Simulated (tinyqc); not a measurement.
# Short-channel transistor, virtual-source model with series resistance: supply voltage at a fixed off current

The current per gate width is the charge at the top of the source barrier (the virtual source) times its velocity times a saturation function; al and be are fitting constants of the model. Units: I in uA/um, Rs in ohm um, so I Rs = 1e-6 I Rs in volts; Q in uC/cm^2, so I = 1e-4 Q vx0 Fsat with vx0 in cm/s.

Intrinsic voltages Vg' = Vgs - I Rs, Vd' = Vds - 2 I Rs. n = n0 + nd Vd', VT = VT0 - dl Vd', Ff = 1/(1 + exp((Vg' - VT + al Vt/2)/(al Vt))), Q = Cinv n Vt ln(1 + exp((Vg' - VT + al Vt Ff)/(n Vt))), Vdsat = (vx0 L/mu)(1 - Ff) + Vt Ff, Fsat = u/(1 + u^be)^(1/be) with u = Vd'/Vdsat, and I = Q vx0 Fsat per width. I is solved self-consistently. For each supply Vdd, VT0 is set so that I(Vgs = 0, Vds = Vdd) = 1 nA/um; Ion = I(Vdd, Vdd); C = Cinv L + 0.58 fF/um of parasitic capacitance; delay C Vdd/Ion, energy C Vdd^2.

Inputs (values chosen for the exercise):
```
symbol,value,unit,meaning
T,350,K,temperature
Cinv,3.51,uF/cm^2,inversion capacitance
vx0,1.57e7,cm/s,velocity at the virtual source
mu,130,cm^2/(V s),apparent mobility
L,45,nm,channel length
dl,0.137,V/V,drain-induced barrier lowering
n0,1.18,,subthreshold factor
nd,0.05,1/V,growth of n with drain voltage
al,3.5,,threshold shift (in units of Vt) from weak to strong inversion
be,2,,sharpness of saturation
Rs,30,ohm um,series resistance of each contact
```

Constants: q = 1.602176634e-19 C, kB = 1.380649e-23 J/K, Vt = kB T/q. Results are converted to the units shown.

Results:

| Vdd (V) | VT0 (V) | Ion (uA/um) | delay (ps) | energy (fJ/um) |
|---|---|---|---|---|
| 0.4 | 0.6009 | 23.24 | 37.16 | 0.3455 |
| 0.5 | 0.6167 | 120.0 | 9.000 | 0.5399 |
| 0.6 | 0.6324 | 337.1 | 3.844 | 0.7774 |
| 0.7 | 0.6481 | 636.8 | 2.374 | 1.058 |
| 0.8 | 0.6639 | 986.2 | 1.752 | 1.382 |
| 1 | 0.6953 | 1776 | 1.216 | 2.159 |
| 1.1 | 0.7110 | 2198 | 1.081 | 2.613 |

Estimate the missing row, Vdd = 0.9 V.

Computed row:

| Vdd (V) | VT0 (V) | Ion (uA/um) | delay (ps) | energy (fJ/um) |
|---|---|---|---|---|
| 0.9 | 0.6796 | 1370 | 1.419 | 1.749 |

With this row back in the table: The VT0 needed rises from 0.601 to 0.711 V and Ion rises from 23.2 to 2200 uA/um. The delay falls from 37.2 to 1.08 ps, while the energy grows as Vdd^2. Going from 0.4 to 0.5 V changes the delay by -76 %, going from 1 to 1.1 V by -11 %.

Program tinyqc, `OMP_NUM_THREADS=1 python tinyqc.py 2380031 2380032 out.jsonl`; Intel Xeon 2.30GHz, shared host, one thread, about 0.01 s.
